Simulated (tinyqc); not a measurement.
# Surface potential of a MOS transistor: implicit equation and explicit approximations, step by step

Numbers from tinyqc (`OMP_NUM_THREADS=1 python tinyqc.py 2122162 2122163 out.jsonl`; about 0.01 s on one thread of a shared Intel Xeon 2.30GHz). Printed values are rounded.

p-type body, charge-sheet picture, depletion and inversion only, full ionisation (an idealisation for deep acceptors), Boltzmann statistics (rough once Na exp(x - xn) passes about Nc/7). In units of Vt: xg = (Vg - Vfb)/Vt, x = psi/Vt, G = gamma/sqrt(Vt), xn = (2 phiF + Vc)/Vt. The implicit equation is (xg - x)^2 = G^2 [x - 1 + exp(x - xn)] for x above about 3. Cox = eps0 eox/tox.

Values chosen for this exercise; band and dielectric values close to those of silicon:
- T = 300 K (temperature)
- Eg = 1.14 eV (band gap)
- eps_r = 11.9 (relative permittivity)
- Nc = 2.79e19 cm^-3 (conduction-band density of states at T)
- Nv = 2.63e19 cm^-3 (valence-band density of states at T)
- eox = 7.43 (relative permittivity of the gate insulator (close to silicon nitride))
- tox = 2.3 nm (insulator thickness)
- Na = 4.8e16 cm^-3 (acceptor density)
- Vfb = -0.83 V (flat-band voltage)
- Vc = 0.5 V (channel-body voltage)
- Vg = 1.22 V (gate-body voltage)

Constants: q = 1.602176634e-19 C, kB = 1.380649e-23 J/K, Vt = kB T/q, eps0 = 8.8541878128e-14 F/cm where lengths are in cm. Results are converted to the units shown.

Range of the model: The electron quasi-Fermi level lies less than 2 Vt below the band edge at the surface, or above it, where degeneracy and confinement, left out, matter.

## Scales

ni = sqrt(Nc Nv) exp(-Eg/(2 Vt)), Eg in volts; phiF = Vt ln(Na/ni); gamma = sqrt(2 q eps0 eps_r Na)/Cox; VT = Vfb + Vt (xn + G sqrt(xn - 1)).

phiF = 0.4062107 V
gamma = 0.04450706 V^0.5
G = 0.2768101
xn = 50.76673
VT = 0.5329045 V
xg = 79.29754

## Explicit approximation

Depletion value a = 1 + [sqrt(G^2/4 + xg - 1) - G/2]^2; inversion value b = xn + ln[(xg - xn)^2/G^2 - xn + 1] and first guess y = min(a, b) - ln(1 + exp(-|a - b|)) if a > xn + 1, else b = y = a; one second-order correction with D = exp(y - xn), p = 2 (xg - y) + G^2 (1 + D), w = (xg - y)^2 - G^2 (y - 1 + D): z = y + 2 w/(p + sqrt(p^2 - 2 (2 - G^2 D) w)), or the Newton step z = y + w/p where the root is not real.

a = 76.88617
b = 60.03285
y = 60.03285
p = 848.7999
w = -443.5889
z = 59.05528

The root of the implicit equation is x = 59.3141; y misses it by 0.72 and z by -0.26, in units of Vt.

## Starting value

x = y rounded to two decimals.

x at the start = 60.03

## Iteration 1: new x

D = exp(x - xn), f = (xg - x)^2 - G^2 (x - 1 + D), f' = -2 (xg - x) - G^2 (1 + D), x(new) = x - f/f'.

D = 10543.57
f = -441.1738
f' = -846.5005
x after iteration 1 = 59.50883

## Iteration 2: new x

As before.

D = 6261.018
f = -92.63305
f' = -519.3971
x after iteration 2 = 59.33048

## Course of the iteration

Stop when the step is below 1e-11, or after 60 iterations.

Course of the iteration:
```
iteration,x before the step,step
1,60.03,-0.521
2,59.50883,-0.178
3,59.33048,-0.0162
4,59.31425,-1.20e-4
5,59.31413,-6.54e-9
6,59.31413,0
```

Converged in 6 iterations.

## Potential, charges and gate control

converged x = 59.31413

psi = Vt x; N_dep = Cox Vt G sqrt(x - 1)/q; N_inv = (Cox Vt G/q) [sqrt(x - 1 + exp(x - xn)) - sqrt(x - 1)]; dpsi/dVg = 1/[1 + G^2 (1 + exp(x - xn))/(2 (xg - x))].

psi = 1.533389 V
N_dep = 9.755785e11 cm^-2
N_inv = 8.2472e12 cm^-2
dpsi/dVg = 0.09189636

psi lies 8.5 Vt above 2 phiF + Vc.
